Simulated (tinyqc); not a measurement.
Formation energy of a charged point defect from supercell energies. Changing the dielectric constant eps. Computed by tinyqc, a small Python program. Command: `OMP_NUM_THREADS=1 python tinyqc.py 3011874 3011875 out.jsonl formation sweep`. One thread of a shared host (Intel(R) Xeon(R) Processor @ 2.30GHz), about 0.01 s of CPU time with the checks.

The host is a compound AB. Making the defect adds n_A = 1, n_B = 0 atoms to the cell. All total energies are inputs. E_F is counted from the valence-band maximum (VBM); x = 0 is A-rich and x = 1 B-rich growth.

Inputs (values chosen for the exercise, for a model compound AB):

| quantity | value | unit |
|---|---|---|
| gap E_g | 3.07 | eV |
| E_VBM of the host cell | 6.045 | eV |
| potential alignment dV | 0.091 | eV |
| cell length L | 14.9 | angstrom |
| mu_A of the pure element | -2.141 | eV |
| formation enthalpy dH of AB | -1.63 | eV |
| growth condition x | 0.79 | - |
| Fermi level E_F | 0.824 | eV |
| temperature T | 800 | K |
| site density N_s | 4e+22 | cm^-3 |

Defect: A interstitial. Supercell lattice: bcc.

charge states q: 2  1  0

E(defect, q) - E(host), in the order of q (eV): -15.897  -6.766  0.179

Constants: e^2/(4 pi eps_0) = 14.39964548 eV angstrom; k_B = 8.617333262e-05 eV/K.

Method:
- dmu_A = x dH and dmu_B = (1 - x) dH, so that dmu_A + dmu_B = dH; mu = mu(element) + dmu.
- The reservoir term is sum n_i mu_i.
- Image-charge correction of a point charge in a neutralising background: E_corr = q^2 alpha e^2/(4 pi eps_0) / (2 eps L), alpha = 2.888462 for a bcc array with L the cube root of the volume.
- E_f(q, E_F) = [E(defect, q) - E(host)] - sum n_i mu_i + q (E_VBM + dV + E_F) + E_corr(q).
- eps(q/q-1) = E_f(q - 1, 0) - E_f(q, 0).
- E_f(q, E_F) = E_f(q, 0) + q E_F.
- c_q = N_s exp(-E_f(q, E_F)/k_B T), with all degeneracy factors one and no vibrational entropy.

One run for each value:

| dielectric constant eps | level (+2/+1) (eV) | level (+1/0) (eV) | lowest formation energy (eV) |
|---|---|---|---|
| 4.0 | 1.948 | 0.4601 | 2.847 |
| 5.3 | 2.205 | 0.5457 | 2.505 |
| 7.1 | 2.405 | 0.6124 | 2.238 |
| 9.5 | 2.554 | 0.6621 | 2.039 |
| 13.0 | 2.673 | 0.7016 | 1.881 |
| 17.0 | 2.749 | 0.7269 | 1.780 |
| 22.0 | 2.805 | 0.7456 | 1.705 |
| 30.0 | 2.855 | 0.7625 | 1.638 |

Over the rows, level (+2/+1) (eV) rises from 1.95 to 2.86 (exponent d ln y / d ln x 0.44 between the first rows and 0.058 between the last); level (+1/0) (eV) rises from 0.460 to 0.762 (exponent d ln y / d ln x 0.61 between the first rows and 0.072 between the last); lowest formation energy (eV) falls from 2.85 to 1.64 (exponent d ln y / d ln x -0.46 between the first rows and -0.13 between the last). The cell energies are held while eps moves, so this shows how much hangs on the correction, which scales as q^2/eps; a kink in the lowest E_f marks a level crossing E_F.

Caution (rows 4.00, 5.30, 7.10): the largest image-charge correction in these energies, q^2 alpha e^2/(8 pi eps_0 eps L) with alpha = 2.888462, exceeds a quarter of the gap; the point-charge term alone is then a rough estimate, usually too large for a charge that is spread out. Caution (all rows): the one-electron levels are out of order (negative U): at least one middle charge state is skipped, and the transition past it moves two or more electrons at once. Caution (rows 30.0): E_f at E_F = 0 is negative for at least one charge state, so in equilibrium E_F cannot reach the valence-band maximum.

Extremes, crossings and ranges named in words are read from the listed rows.
